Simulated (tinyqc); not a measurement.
Reduced Fermi level from a carrier density: charge neutrality of a doped semiconductor with incomplete ionisation. Computed by tinyqc, a small Python program. Command: `OMP_NUM_THREADS=1 python tinyqc.py 3007795 3007796 out.jsonl dopant walk`. One thread of a shared host (Intel(R) Xeon(R) Processor @ 2.30GHz), about 0.02 s of CPU time with the checks.

Energies are counted from the top of the valence band; E_D is measured down from the conduction band and E_A up from the valence band.

Inputs (values chosen for the exercise, modelled on CdTe):
```
quantity              value  unit
gap at 0 K E_g0        1.61    eV
Varshni alpha      0.000308  eV/K
Varshni beta            112     K
electron mass m_e    0.0985   m_0
valleys M_c               1     -
hole mass m_h         0.622   m_0
temperature T           600     K
```

Doping: p-type. Statistics of the bands: Boltzmann.

ratios u of density to N: 0.006  0.027  0.12  0.53  2.4  10  47

Constants: m_0 = 9.1093837015e-31 kg; k_B = 1.380649e-23 J/K; h = 6.62607015e-34 J s; k_B = 8.617333262e-05 eV/K.

Method:
- E_g = E_g0 - alpha T^2/(T + beta).
- N_c = 2 M_c (2 pi m_e k_B T/h^2)^(3/2) and N_v = 2 (2 pi m_h k_B T/h^2)^(3/2), masses in units of m_0.
- n_i = sqrt(N_c N_v) exp(-E_g/(2 k_B T)); E_i = E_g/2 + (k_B T/2) ln(N_v/N_c).
- F_1/2(eta) = (2/sqrt(pi)) int_0^infinity sqrt(x)/(1 + exp(x - eta)) dx, by the trapezoid rule in t = sqrt(x) with step 0.02 up to t = 12 (for eta < -12 by exp(eta) - exp(2 eta)/2^(3/2)).
- For u = density/N of the majority band, eta solves F_1/2(eta) = u (bisection). Boltzmann: ln u. Joyce-Dixon: ln u + u/sqrt(8) - 4.95009e-3 u^2 + 1.48386e-4 u^3 - 4.42563e-6 u^4. Degenerate limit: (3 sqrt(pi) u/4)^(2/3). The last column is (eta - ln u) k_B T.

N_v = 3.48179e+19 cm^-3

k_B T = 0.0517040 eV

Eta by four rules:
```
u      density (cm^-3)   exact  Boltzmann  Joyce-Dixon  degenerate  Boltzmann error (meV)
0.006       2.0891e+17  -5.114    -5.1160      -5.1139  3.9920e-02             1.0967e-01
0.027       9.4008e+17  -3.602    -3.6119      -3.6024  1.0881e-01             4.9338e-01
0.12        4.1781e+18  -2.078    -2.1203      -2.0779  2.9413e-01             2.1899e+00
0.53        1.8453e+19  -0.449    -0.6349      -0.4489  7.9179e-01             9.6177e+00
2.4         8.3563e+19   1.697     0.8755       1.6974  2.1672e+00             4.2497e+01
10          3.4818e+20   5.456     2.3026       5.4472  5.6117e+00             1.6306e+02
47          1.6364e+21  15.693     3.8501       3.3426  1.5745e+01             6.1232e+02
```

What does the comparison show, and why?

Boltzmann statistics place E_F within 1 meV of the exact value up to u = 0.0270 of those listed and miss by 612 meV at u = 47. Joyce-Dixon stays within 0.01 in eta up to u = 10.0; the degenerate limit is still 0.33 % high at the last u. Past u of about 10 the Joyce-Dixon series fails. A parabolic band is assumed throughout.
